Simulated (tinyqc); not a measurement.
Screening length from the swing.

Inverse problem. In a simple model of a Schottky-barrier transistor a barrier thinner than d = 3.5 nm is transparent, so the effective barrier is pn - psi (1 - exp(-d/lam)) and the swing beyond flat band is Vt ln 10/(1 - exp(-d/lam)). Find the thermionic swing, lam, and the effective barrier at psi = 0.2 V.

Values chosen for this exercise: temperature T = 300 K; barrier for electrons at both contacts pn = 0.83 eV.

Constants: q = 1.602176634e-19 C, kB = 1.380649e-23 J/K, Vt = kB T/q. Results are converted to the units shown.

swing in the tunnelling range = 114.98487 mV/decade

Answer. The ratio of the two swings is 1 - exp(-d/lam).

Vt ln 10 = 59.53 mV/decade
lam = 4.800 nm
effective barrier = 0.7265 eV

Numbers from tinyqc (`OMP_NUM_THREADS=1 python tinyqc.py 2390005 2390006 out.jsonl`; about 0.07 s on one thread of a shared Intel Xeon 2.30GHz).
